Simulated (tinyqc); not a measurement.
Raising the sheet density: Gamma, L and X subbands of a thin body with non-parabolic valleys.

Hard walls, flat band, c = hbar^2/2m0, energies from the bulk Gamma edge. For a valley at angle theta to the normal 1/m_z = cos^2/ml + sin^2/mt and m_d = sqrt(ml mt^2/m_z). Subband n starts at E_v + e with e (1 + a e) = c (n pi/t)^2/m_z, and its density-of-states mass is taken as m_d (1 + 2 a e), without further growth at higher in-plane energy. Groups are named by valley and degeneracy.

n_i = g m/(2 pi c) kB T ln(1 + exp((EF - E_i)/kB T)), sum n_i = Ns (1e12/cm^2 = 1e-4/angstrom^2), c = hbar^2/2m0. Quantum capacitance Cq = 1602.176634 sum g m/(2 pi c) f_i in microfarad/cm^2 with f_i = 1/(1 + exp((E_i - EF)/kB T)); Cox = 34.5313/eot (one gate); C/Cox = Cq/(Cq + Cox), the centroid term left out.

Constants: hbar^2/2m0 = 3.80998211 eV angstrom^2; kB = 8.617333262e-05 eV/K.

Values chosen for the exercise (near those of a thin GaSb channel; the results hold for these values, not for the real material):

| symbol | value | unit | meaning |
|---|---|---|---|
| face | 110 |  | surface |
| mG | 0.0394 | m0 | Gamma mass |
| aG | 1.16 | 1/eV | Gamma non-parabolicity |
| EL | 0.084 | eV | L edge above Gamma |
| mL | (1.276, 0.097) | m0 | L valleys (four, along <111>): ml, mt |
| EX | 0.355 | eV | X edge above Gamma |
| mX | (1.462, 0.212) | m0 | X valleys (three, along <100>): ml, mt |
| aS | 0.35 | 1/eV | non-parabolicity of L and X |
| t | 38 | angstrom | body thickness |
| T | 300 | K | temperature |
| eot | 12 | angstrom | equivalent oxide thickness |
| Nl | (0.5, 1, 2, 4, 7, 11, 16) | x 1e12/cm^2 | sheet densities |

Fixed thickness, n = 1 to 8 of all groups; the gate overdrive above the lowest edge is (EF - E_lowest)/e + 0.1602177 Ns/Cox in volts.

Results:

| Ns (1e12/cm^2) | EF - lowest (eV) | Gamma share (%) | Cq | C/Cox | overdrive (V) |
|---|---|---|---|---|---|
| 0.5 | -0.059 | 0.0 | 2.95 | 0.506 | -0.031 |
| 1.0 | -0.039 | 0.0 | 5.63 | 0.662 | 0.016 |
| 2.0 | -0.019 | 0.0 | 10.26 | 0.781 | 0.093 |
| 4.0 | 0.005 | 0.0 | 17.23 | 0.857 | 0.227 |
| 7.0 | 0.028 | 0.0 | 23.86 | 0.892 | 0.418 |
| 11.0 | 0.052 | 0.0 | 28.94 | 0.910 | 0.664 |
| 16.0 | 0.078 | 0.0 | 33.39 | 0.921 | 0.969 |

The lowest subband is L2 n=1; the light Gamma level lies 255 meV above it, lifted there by confinement. At the highest density band filling takes 0.078 V of the 0.969 V overdrive. Cq grows from 3.0 to 33.4 microfarad/cm^2 while EF moves from -0.059 to +0.078 eV against the lowest edge; the Gamma share stays near 0 %.

Program tinyqc; command `OMP_NUM_THREADS=1 python tinyqc.py 1282412 1282413 out.jsonl`; about 0.06 s on one thread of a shared Intel(R) Xeon(R) Processor @ 2.30GHz.
